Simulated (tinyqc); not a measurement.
Hubbard chain of 6 sites, step by step. One step of it, computed by the program tinyqc.

Question. Mean-field iteration 1. H(up) = T + U n(down), H(down) = T + U n(up); fill the lowest levels; n(new) = n + mixing (n(out) - n); E = tr T (rho up + rho down) + U sum n_up n_down of the output.

one-body matrix (hopping and site energies) (eV), order 1, 2, 3, 4, 5, 6:
```
[[0.350000, -0.950000, 0.000000, 0.000000, 0.000000, 0.000000],
 [-0.950000, -0.170000, -0.950000, 0.000000, 0.000000, 0.000000],
 [0.000000, -0.950000, -0.950000, -0.950000, 0.000000, 0.000000],
 [0.000000, 0.000000, -0.950000, 0.900000, -0.950000, 0.000000],
 [0.000000, 0.000000, 0.000000, -0.950000, 0.350000, -0.950000],
 [0.000000, 0.000000, 0.000000, 0.000000, -0.950000, 0.080000]]
```

U = 6.300000 eV

electrons, up and down: [4, 3]

mixing = 0.200000

n(up) at the start (a guess, not normalised): [1.000000, 0.217000, 1.000000, 0.217000, 1.000000, 0.217000]

n(down) at the start (a guess): [0.050000, 0.950000, 0.050000, 0.950000, 0.050000, 0.950000]

Give: levels, up; levels, down; energy; n(up) after iteration 1; n(down) after iteration 1.

Answer.

levels, up (eV): [-0.9077, 0.3799, 0.5164, 6.0950, 6.2050, 7.1713]

levels, down (eV): [0.8067, 1.2430, 1.9257, 5.7261, 6.8295, 7.0303]

energy = 5.1785 eV

n(up) after iteration 1: [0.9997, 0.3645, 0.9962, 0.1844, 0.9908, 0.1851]

n(down) after iteration 1: [0.0451, 0.9478, 0.0588, 0.9418, 0.0520, 0.9544]
